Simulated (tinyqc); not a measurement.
MOSFET in the linear regime without short-channel effects, parameter extraction from computed curves: one step of the calculation.

Inversion charge Q = Cox n Vt W0(exp((Vg - VT)/(n Vt))), W0 the Lambert function and n = nf; u = Q/Cox; mobility mu = mu0/(1 + th1 u + th2 u^2); channel resistance Rch = (L - dL)/(W mu Q); Id = Vd/(Rch + Rsd/W). Cox = eps0 eox/tox. Small Vd, no channel-length or drain effects.

Question. Threshold and mobility at the peak transconductance. gm_i = (Id_(i+1) - Id_(i-1))/(Vg_(i+1) - Vg_(i-1)); at the point j of largest gm the tangent meets the axis at V_ext = Vg_j - Id_j/gm_j; field-effect mobility gm_j L/(W Cox Vd) with the drawn L.

Inputs (values chosen for the exercise); channel values of the order met in silicon transistors:
- eox = 7.3 (relative permittivity of the gate insulator (close to silicon nitride))
- tox = 11 nm (insulator thickness)
- mu0 = 240 cm^2/(V s) (low-field mobility)
- VT = 0.49 V (threshold voltage)
- W = 1 um (gate width)
- L = 0.057 um (drawn gate length)
- dL = 0.017 um (drawn less effective length)
- Vd = 0.025 V (drain voltage)

Constants: eps0 = 8.8541878128e-14 F/cm where lengths are in cm. Results are converted to the units shown.

```
point,Vg (V),Id (uA)
0,0.25,0.0022002486
1,0.37,0.078249852
2,0.49,1.6291471
3,0.61,6.9801320
4,0.73,13.177417
5,0.85,18.749145
6,0.97,23.526260
7,1.09,27.594459
8,1.21,31.072883
9,1.33,34.068494
10,1.45,36.668825
```

Find: gm; j; V_ext; field-effect mobility.

Answer.

```
point,gm (uS)
1,6.7789
2,28.758
3,48.118
4,49.038
5,43.120
6,36.855
7,31.444
8,26.975
9,23.316
```

j = 4
V_ext = 0.46128 V
field-effect mobility = 190.28 cm^2/(V s)

V_ext is 29 mV below the model VT, and the mobility so found is 44 % below mu0 L/(L - dL) = 342 cm^2/(V s), the value for the drawn L; attenuation, series resistance and the slow approach of Q to a straight line all lower the peak gm.

Computed by the program tinyqc: `OMP_NUM_THREADS=1 python tinyqc.py 2210153 2210154 out.jsonl`, one thread of a shared Intel Xeon 2.30GHz, about 0.01 s for the whole run.
